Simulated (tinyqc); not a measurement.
Resistance of a tapered via with liner, size effect and interface: one step of the calculation.

A round via whose diameter grows from db at the bottom as D(z) = db + 2 z/tan(ang). The fill, of diameter D - 2 tl, starts above the bottom liner (thickness fb tl) and has rho = rho0 (1 + ks lam/(D - 2 tl)); the sidewall liner conducts in parallel with it. The bottom liner and the interface are crossed over the full area pi db^2/4. Spreading in the lines above and below is left out.

Task. Slices of the via. Slices between z0 = fb tl and hv, evaluated at their midpoints: conductance per length pi/4 [(D - 2 tl)^2/rho + (D^2 - (D - 2 tl)^2)/rl], slice resistance = slice height over that. 9 slices.

Values chosen for this exercise; fill metal close to ruthenium:

| symbol | value | unit | meaning |
|---|---|---|---|
| db | 31 | nm | diameter at the bottom |
| hv | 85 | nm | height |
| ang | 86 | degrees | sidewall angle |
| rho0 | 7.6 | uohm cm | bulk resistivity of the fill |
| lam | 6.56 | nm | mean free path of the fill |
| ks | 1.3 |  | size-effect factor |
| tl | 0.1 | nm | liner on the sidewall |
| fb | 1 |  | liner at the bottom over that on the sidewall |
| rl | 180 | uohm cm | resistivity of the liner |

Give: z; D; rho; slice resistance.

Result.

```
slice	z (nm)	D (nm)	rho (uohm cm)	slice resistance (ohm)
0	4.817	31.67	9.659	1.170
1	14.25	32.99	9.576	1.069
2	23.68	34.31	9.500	0.9800
3	33.12	35.63	9.429	0.9016
4	42.55	36.95	9.364	0.8322
5	51.98	38.27	9.302	0.7705
6	61.42	39.59	9.245	0.7153
7	70.85	40.91	9.192	0.6659
8	80.28	42.23	9.142	0.6214
```

Numbers from tinyqc (`OMP_NUM_THREADS=1 python tinyqc.py 2750149 2750150 out.jsonl`; about 0.01 s on one thread of a shared Intel Xeon 2.30GHz).
